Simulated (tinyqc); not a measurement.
Image-sensor pixel with a pinned photodiode, signal and noise: one step of the calculation.

A buried n layer between a heavily doped p+ surface layer and a p layer is emptied into a floating diffusion, read through a source follower with correlated double sampling (reset noise cancelled). One-dimensional abrupt junctions; no blooming, lag or crosstalk.

Problem. Quantum efficiency and dark current. QE = (1 - Rf)[exp(-al x1) - exp(-al x2)]. ni = sqrt(Nc Nv) exp(-Eg/(2 Vt)), Eg in volts; dark rates ni Wd A/tg (generation) and Jd ni^2 A (diffusion).

Parameters, values chosen for the exercise; material values close to those of silicon:
- T = 293 K (temperature)
- Eg = 1.12 eV (band gap)
- Nc = 2.67e19 cm^-3 (conduction-band density of states at T)
- Nv = 2.6e19 cm^-3 (valence-band density of states at T)
- A = 2.4 um^2 (photodiode area)
- al = 0.0178 1/um (absorption coefficient (light near 940 nm))
- Rf = 0.14 (optical loss before the silicon)
- x1 = 0.06 um (dead layer)
- x2 = 4 um (depth of collection)
- tg = 0.0076 s (generation lifetime)
- Wd = 1.2 um (depleted depth)
- Jd = 1.7e6 x 1e-20 cm^4/s (diffusion dark flux per ni^2)

Constants: q = 1.602176634e-19 C, kB = 1.380649e-23 J/K, Vt = kB T/q. Results are converted to the units shown.

Find: QE; ni; generation rate; diffusion rate.

Solution.

QE = 0.05818
ni = 6.143e9 cm^-3
generation rate = 2.328 electrons/s
diffusion rate = 0.01540 electrons/s

Of the light that enters, 0.11 % is lost in the dead layer and 93 % passes the collecting depth.

tinyqc, about 0.01 s, one thread, Intel Xeon 2.30GHz (shared host): `OMP_NUM_THREADS=1 python tinyqc.py 2630131 2630132 out.jsonl`
